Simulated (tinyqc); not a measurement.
Surface Green function of a chain with one s and one p orbital a site, Sancho-Rubio decimation: two steps of the calculation.

A semi-infinite lead of cells 0, 1, 2, ... with H0 inside a cell and H1 = <cell i|H|cell i + 1>. H1 = [[-vss, vsp], [-vsp, vpp]]. z = E + i eta.

Parameters, values chosen for the exercise: energy E = 4.66 eV; broadening eta = 0.1 eV.

Problem 1. Decimation. Start with e_s = e = H0, a = H1, b = H1^dagger. Each round: g = (z - e)^(-1); e_s <- e_s + a g b; e <- e + a g b + b g a; a <- a g a; b <- b g b (all with the old a, b). Round k joins cells 2^k apart.

H0 (eV):
```
       s     p
s  -0.46     0
p      0  2.48
```

H1 (eV):
```
      s     p
s    -1   1.2
p  -1.2  1.07
```

Find: g; e_s after round 1; e after round 1; a after round 1; b after round 1.

Solution 1.

g (1/eV):
```
                s               p
s  0.1952-0.0038i  0.0000+0.0000i
p  0.0000+0.0000i  0.4578-0.0210i
```

e_s after round 1 (eV):
```
              s             p
s  0.394-0.034i  0.822-0.032i
p  0.822-0.032i  3.285-0.030i
```

e after round 1 (eV):
```
              s             p
s  1.249-0.068i  0.000+0.000i
p  0.000+0.000i  4.090-0.059i
```

a after round 1 (eV):
```
                 s               p
s  -0.4639+0.0264i  0.3535-0.0224i
p  -0.3535+0.0224i  0.2429-0.0185i
```

b after round 1 (eV):
```
                 s                p
s  -0.4639+0.0264i  -0.3535+0.0224i
p   0.3535-0.0224i   0.2429-0.0185i
```

Problem 2. Self-energy, Dyson check and densities of states. Sigma = H1 g_s H1^dagger is what the lead adds to one more cell, and (z - H0 - Sigma)^(-1) must give g_s back. Densities of states: -Im of the diagonals over pi.

H0 (eV):
```
       s     p
s  -0.46     0
p      0  2.48
```

H1 (eV):
```
      s     p
s    -1   1.2
p  -1.2  1.07
```

converged surface Green function g_s (1/eV):
```
                        s                       p
s  0.29778107-0.05126985i  0.21851413-0.10273631i
p  0.21851413-0.10273631i  0.92934699-0.24505229i
```

converged bulk Green function (1/eV):
```
                      s                     p
s  0.3382624-0.0484784i  0.0000000+0.0000000i
p  0.0000000+0.0000000i  1.7660471-1.5678582i
```

Give: Sigma; (z - H0 - Sigma)^(-1); surface density of states; bulk density of states.

Solution 2.

Sigma (eV):
```
                s               p
s  1.1116-0.1576i  1.0021-0.1183i
p  1.0021-0.1183i  0.9317-0.0906i
```

(z - H0 - Sigma)^(-1) (1/eV):
```
                  s                 p
s  0.29778-0.05127i  0.21851-0.10274i
p  0.21851-0.10274i  0.92935-0.24505i
```

```
orbital  surface density of states (1/eV)  bulk density of states (1/eV)
s                                0.016320                        0.01543
p                                0.078003                        0.49906
```

Numbers from tinyqc (`OMP_NUM_THREADS=1 python tinyqc.py 2680005 2680006 out.jsonl`; about 0.01 s on one thread of a shared Intel Xeon 2.30GHz).
